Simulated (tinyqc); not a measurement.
Permittivity and interlayer from two capacitances.

Inverse problem. A two-layer stack has Cox = eps0/(t1/e1 + t2/e2) and EOT = 3.9 eps0/Cox. Find e2, the EOT of layer 1 and, with e1 given, t1.

Parameters, values chosen for the exercise:
```
symbol,value,unit,meaning
e1,4.04,,relative permittivity of layer 1
```

Constants: eps0 = 8.8541878128e-14 F/cm where lengths are in cm. Results are converted to the units shown.

Cox at t2 = 2.3 and 8.3 nm (uF/cm^2): 1.5777069  1.1090466

Answer. EOT is linear in t2 with slope 3.9/e2, and its intercept is the EOT of layer 1.

e2 = 25.3
EOT of layer 1 = 1.83 nm
t1 = 1.90 nm

Numbers from tinyqc (`OMP_NUM_THREADS=1 python tinyqc.py 2010159 2010160 out.jsonl`; about 0.01 s on one thread of a shared Intel Xeon 2.30GHz).
